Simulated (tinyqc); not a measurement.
Finite-size error of a charged defect in a periodic cell: Madelung and Makov-Payne terms. Changing the cell length L. Computed by tinyqc, a small Python program. Command: `OMP_NUM_THREADS=1 python tinyqc.py 3029035 3029036 out.jsonl imagecharge sweep`. One thread of a shared host (Intel(R) Xeon(R) Processor @ 2.30GHz), about 0.2 s of CPU time with the checks.

L is the cube root of the cell volume. The defect charge is a Gaussian, rho(r) = q (2 pi sigma^2)^(-3/2) exp(-r^2/2 sigma^2), repeated periodically in a uniform neutralising background and screened by a continuum. The model cell energy is E(L) = E_0 + [periodic - isolated electrostatic energy].

Inputs (values chosen for the exercise, with screening close to that of silicon):
```
quantity                                     value      unit
charge q                                         3         e
dielectric constant eps                       11.5         -
width sigma of the defect charge                 1  angstrom
formation energy of the isolated defect E_0  1.023        eV
```

Supercell lattice: fcc. Screening: isotropic.

Constants: e^2/(4 pi eps_0) = 14.39964548 eV angstrom.

Method:
- Cell vectors: (0,1,1), (1,0,1), (1,1,0), scaled to volume L^3.
- Ewald sum for a unit point charge: scale each Cartesian component of the cell by 1/sqrt(eps_i), giving R', G' and V'; E = [ (1/2) sum erfc(eta R')/R' + (2 pi/V') sum exp(-G'^2/4 eta^2)/G'^2 - eta/sqrt(pi) - pi/(2 V' eta^2) ] e^2/(4 pi eps_0) / sqrt(eps_x eps_y eps_z), over n_i = -6..6, omitting n = (0,0,0), eta = 2/V'^(1/3). alpha = -2 E eps_g L/(e^2/(4 pi eps_0)), eps_g = (eps_x eps_y eps_z)^(1/3).
- Periodic energy of the Gaussian: (2 pi q^2/V) sum_(G != 0) exp(-sigma^2 G^2)/(G.eps.G) x e^2/(4 pi eps_0), n_i = -k..k with k = max(9, L/sigma rounded up). Isolated energy: q^2/(2 sqrt(pi) sigma) <1/(n.eps.n)> e^2/(4 pi eps_0), the mean over directions n, here 1/eps.

One run for each value:
```
cell length L (angstrom)  finite-size error (eV)  point-charge correction -q^2 E (eV)  E(L) (eV)
6.5                                      -2.2459                               2.5038    -1.2229
8.1                                      -1.8760                               2.0092    -0.8530
10.0                                     -1.5566                               1.6274    -0.5336
13.0                                     -1.2197                               1.2519    -0.1967
16.0                                     -0.9999                               1.0172     0.0231
19.0                                     -0.8462                               0.8565     0.1768
24.0                                     -0.6730                               0.6781     0.3500
30.0                                     -0.5399                               0.5425     0.4831
```

Over the rows, finite-size error (eV) rises from -2.25 to -0.540 (exponent d ln y / d ln x -0.82 between the first rows and -0.99 between the last); point-charge correction -q^2 E (eV) falls from 2.50 to 0.542 (exponent d ln y / d ln x about -1.0 throughout); E(L) (eV) rises from -1.22 to 0.483. At the high end the exponent of finite-size error is -0.99, close to -1: the Madelung term rules in large cells. The exponent of point-charge correction -q^2 E stays at -1: the Madelung term goes as 1/L.
